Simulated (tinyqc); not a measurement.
Self-heating of a transistor with one or more fingers, with temperature-dependent conductivity. Which input was changed? Computed by tinyqc, a small Python program. Command: `OMP_NUM_THREADS=1 python tinyqc.py 3000726 3000727 out.jsonl selfheat which`. One thread of a shared host (Intel(R) Xeon(R) Processor @ 2.30GHz), about 0.7 s of CPU time with the checks.

N long parallel fingers lie on the top face of a slab whose bottom is held at T_0; the top is otherwise insulated, and heat flows in two dimensions. P in W/mm is 1000 P in W/m.

Inputs (values chosen for the exercise, modelled on diamond): conductivity at the base temperature kappa_0 = 1800 W/(m K); exponent m in kappa ~ T^-m = 1.21; base temperature T_0 = 298 K; power per gate width P = 5.5 W/mm; fingers N = 8; finger pitch s = 15 micrometre; width of the heat source w = 0.17 micrometre; substrate thickness t = 180 micrometre; phonon free path Lambda = 470 nm; heat capacity C = 1.78 1e6 J/(m^3 K); pulse length = 0.86 microsecond.

Power: power rises with temperature.

Method:
- A line source of power P on the top face raises the top at distance x by (P/(pi kappa_0)) g(x), g(x) = -ln tanh(pi x/(4 t)) (the image sum for the slab). On a strip of width w the centre sees the mean of g over the strip, g_0 = 1 + ln(8 t/(pi w)) for w much below t.
- theta_i = (P/(pi kappa_0)) [g_0 + sum over j != i of g(|i - j| s)], with equal powers and constant conductivity; thermal resistance = largest theta/P.
- Kirchhoff transformation for kappa = kappa_0 (T/T_0)^-m: T = T_0 [1 - (m - 1) theta/T_0]^(-1/(m - 1)), where theta is the linear rise.
- The bracket vanishes at the power P T_0/((m - 1) theta).
- Near a source smaller than the free path, Fourier's law overstates the flow. Rough estimate: a strip that emits phonons into a half space adds a resistance times area of 4 Lambda/(3 kappa_0), from the ballistic flux C v Delta T/4 with kappa_0 = C v Lambda/3, so Delta T_b = 4 Lambda P/(3 kappa_0 w); Knudsen number Lambda/w.
- After switching on, theta(tau) = (P D/kappa_0) int_0^tau X(u) Z(u) du at the hottest finger, D = kappa_0/C; X = sum over fingers at distance x of [erf((x + w/2)/r) - erf((x - w/2)/r)]/(2 w), Z = sum_(j=-200..200) (-1)^j exp(-(2 j t/r)^2)/sqrt(pi D u), r = 2 sqrt(D u); trapezoid rule on 300 points evenly spaced in ln u from u_0 = 1e-3 min(tau, w^2/D) to tau, plus the exact piece 2 sqrt(u_0/(pi D))/w below u_0. Conductivity and power are held at their base values here, and Fourier's law is used even where the diffusion length is near a phonon free path.

Problem. One of these inputs alone was changed, within the range given: conductivity at the base temperature kappa_0 (900 to 3600); power per gate width P (2.75 to 11); finger pitch s (7.5 to 30); heat capacity C (0.89 to 3.56). Which one, and to what value?

Results:
```
run     true rise (K)  ballistic rise Delta T_b (K)  linear rise after the pulse (K)
before       23.50571                      11.26362                          10.7680
after        19.34332                       9.34309                           9.3866
```

Solution.

Each candidate set to reproduce true rise, and what it then gives:
```
candidate                                               range searched  value needed  ballistic rise Delta T_b (K)  linear rise after the pulse (K)
conductivity at the base temperature kappa_0 (W/(m K))     900 to 3600          2170                         9.343                           9.3866
power per gate width P (W/mm)                               2.75 to 11         4.562                         9.343                           8.9318
finger pitch s (micrometre)                                  7.5 to 30         26.82                        11.264                           8.5679
heat capacity C (1e6 J/(m^3 K))                           0.89 to 3.56     no effect                             -                                -
```

Only conductivity at the base temperature kappa_0 fits every result: it went from 1800 to 2170 W/(m K). The next best candidate, power per gate width P, misses one result by 4.8 %.

Caution: the source is narrower than two phonon free paths, so the Fourier result understates the rise at the source.
